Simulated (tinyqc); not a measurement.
Worked calculation: precursor delivery by bubblers, mass-transport growth and the solid composition of a III-V alloy. Computed by tinyqc, a small Python program that keeps every step. Command: `OMP_NUM_THREADS=1 python tinyqc.py 3012341 3012342 out.jsonl movpe_thermo walk`. One thread of a shared host (Intel(R) Xeon(R) Processor @ 2.30GHz), about 0.01 s of CPU time with the checks. Intermediate numbers are printed to about 5 digits and carried at full precision; extremes and crossings named in words are read from the listed rows.

1 sccm = 44.615 micromol/min; 1 torr = 133.322 Pa. The sources decompose fully at the surface.

Inputs (values chosen for the exercise, modelled on trimethylgallium (source 1) and trimethylindium (source 2) for the vapour pressures): bath temperature T1 = 269 K; bath temperature T2 = 303 K; bubbler pressure p_b = 1400 torr; carrier flow F1 = 26 sccm; carrier flow F2 = 50 sccm; total flow F_t = 17 slm; group-V flow F_V = 150 sccm; reactor pressure p = 760 torr; growth temperature T = 1070 K; diffusivity at 273 K and 760 torr = 0.4 cm^2/s; flow cross-section A = 70 cm^2; distance from the leading edge z = 7.2 cm; lattice constant a = 5.59 angstrom; interaction L0 of the solid = 4.01 kJ/mol; vapour fraction x_v of D among the group-V sources = 0.76; exchange energy dG_x of AC + (1/2) D2 -> AD + (1/2) C2 = -5.2 kJ/mol.

Alloy: mixing on the group-V sites.

constants a, b of source 1 (log10 torr, K): [8.092, 1703]

constants a, b of source 2 (log10 torr, K): [10.48, 3014]

Constants: k_B = 1.380649e-23 J/K; R = 8.314462618 J/(mol K).

## Bubblers

log10 p_v = a - b/T_bath; molar flow = F x 44.615 x p_v/(p_b - p_v) for a saturated bubbler.

vapour pressure 1 = 57.696 torr

molar flow 1 = 49.860 micromol/min

vapour pressure 2 = 3.4104 torr

molar flow 2 = 5.4474 micromol/min

One kelvin of bath error changes flow 1 by 5.7 % and flow 2 by 7.6 %.

## Partial pressures in the reactor

p_i = p n_i/(44615 F_t), F_t in slm; p_V = p F_V/(1000 F_t), counted per molecule supplied; V/III = 44.615 F_V/(n1 + n2); vapour fraction of source 2 = n2/(n1 + n2).

p_1 = 0.049961 torr

p_2 = 0.0054585 torr

p_V = 6.7059 torr

V/III ratio = 121.00

vapour fraction of source 2 = 0.098494

## Mass transport

Mean velocity u = (F_t/A)(760/p)(T/273); D = D0 (T/273)^1.75 (760/p); boundary layer delta = sqrt(pi D z/u); flux = D dp/(delta k_B T); growth rate = flux x a^3/4.

velocity u = 15.864 cm/s

D = 4.3671 cm^2/s

boundary layer delta = 2.4953 cm

growth rate per torr of group III = 24.830 micrometre/(h torr)

Caution: the boundary layer is a quarter or more of the root of the cross-section, so it fills much of the channel and depletion along the flow matters.

## Solid composition

At high V/III the group-V pressures at the surface equal those supplied, as dimers: p_D2/p_C2 = x_v/(1 - x_v). Equilibrium of the solid AC(1-x)D(x), A standing for the mix of both group-III metals: ln[x/(1 - x)] + L0 (1 - 2x)/(R T) = -dG_x/(R T) + (1/2) ln[x_v/(1 - x_v)]. Growth rate = rate per torr x (p_1 + p_2). Sensitivity dx/dx_v = [1/(2 x_v (1 - x_v))]/[1/(x (1 - x)) - 2 L0/(R T)].

solid fraction x = 0.80826

distribution coefficient x/x_v = 1.0635

dx/dx_v = 0.49382

growth rate = 1.3761 micrometre/h

The solid is richer in D than the vapour. The growth rate is set by group III alone.

## Solid against vapour

At high V/III the group-V pressures at the surface equal those supplied, as dimers: p_D2/p_C2 = x_v/(1 - x_v). Equilibrium of the solid AC(1-x)D(x), A standing for the mix of both group-III metals: ln[x/(1 - x)] + L0 (1 - 2x)/(R T) = -dG_x/(R T) + (1/2) ln[x_v/(1 - x_v)].

Composition:
```
x_v         x  x for L0 = 0   x/x_v
0.02  0.15853       0.20401  7.9263
0.05  0.24675       0.29158  4.9350
0.10  0.34139       0.37423  3.4139
0.25  0.51136       0.50880  2.0454
0.50  0.67810       0.64210  1.3562
0.75  0.80333       0.75654  1.0711
0.90  0.88382       0.84332  0.9820
0.95  0.91945       0.88662  0.9678
0.98  0.94958       0.92625  0.9690
```

dG_x = -5.2 kJ/mol favours AD: at x_v = 1/2 the ideal solid has x = 0.642. The positive L0 pushes x away from 1/2, to 0.678, and steepens the curve near x = 1/2; at L0 = 2 R T = 17.8 kJ/mol the slope would diverge.

Checks made by the program: the sensitivity to the bath against a difference (relative difference below 1e-10).
